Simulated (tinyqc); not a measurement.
## Well width for a wanted wavelength

Inverse problem. The layer is x parts of the first compound and 1 - x of the second, grown coherently on the second as substrate and barrier. Rows of the table: lattice constant a, average valence level Ea on an absolute scale, spin-orbit splitting so, gaps at Gamma, X and L, hydrostatic deformation potentials av and ac (Gamma), shear potential b, elastic constants, electron and heavy-hole (along z) masses. All are interpolated linearly in x; gaps get -C x (1 - x), taken wholly in the conduction band; real line-ups can differ from this model by 0.1 eV or more. In-plane strain e = (a_substrate - a)/a, e_z = -2 (c12/c11) e, volume change 2 e + e_z. With v = 2 e + e_z and d = 2 b (e_z - e): Eav = Ea + av v; E_hh = Eav + so/3 - d/2; E_lh = Eav - so/6 + d/4 + sqrt(so^2 + so d + 9 d^2/4)/2; E_c = Ea + so/3 + EG + ac v (Gamma). Substrate: E_v = Ea + so/3, E_c = E_v + EG. Well depths: dEc = E_c(substrate) - E_c, dEhh = E_hh - E_v(substrate), dElh likewise; strained Gamma gap E_c - max(E_hh, E_lh); positive values confine carriers in the layer. Lowest level of a finite well of width Lw and depth V: kw Lw/2 = arctan(sqrt((mw/mb)(V - E)/E)), kw = sqrt(mw E/C), C = hbar^2/(2 m0), for electrons (dEc) and heavy holes (dEhh), mb from the substrate; transition E_c - E_hh + both levels, without exciton binding; wavelength h c/E. Find Lw and the two levels.

Values chosen for this exercise: fraction of the first compound in the layer x = 0.21; bowing of the Gamma gap CG = 0.477 eV; bowing of the X gap CX = 1.4 eV; bowing of the L gap CL = 0.33 eV.

Constants: q = 1.602176634e-19 C, hbar = 1.054571817e-34 J s, h = 6.62607015e-34 J s, m0 = 9.1093837015e-31 kg, c = 299792458 m/s, hbar^2/(2 m0) = 0.0380998212 eV nm^2. Results are converted to the units shown.

Binary compounds, values chosen for the exercise:
```
	close to InAs	close to GaAs
a (angstrom)	6.058	5.653
Ea (eV)	-6.67	-6.92
so (eV)	0.383	0.337
EG (eV)	0.357	1.42
EX (eV)	1.37	1.91
EL (eV)	1.07	1.69
av (eV)	0.993	1.17
ac (eV)	-5.04	-7.11
b (eV)	-1.81	-1.7
c11 (GPa)	83.8	120
c12 (GPa)	45.7	54.5
me (m0)	0.0232	0.0677
mh (m0)	0.331	0.354
```

wavelength = 1008.8279 nm

Solution. Both levels fall steadily as the well widens, so the wavelength rises steadily and one width matches.

Lw = 9.80 nm
electron level = 30.4 meV
heavy-hole level = 7.38 meV

Numbers from tinyqc (`OMP_NUM_THREADS=1 python tinyqc.py 2690032 2690033 out.jsonl`; about 0.01 s on one thread of a shared Intel Xeon 2.30GHz).
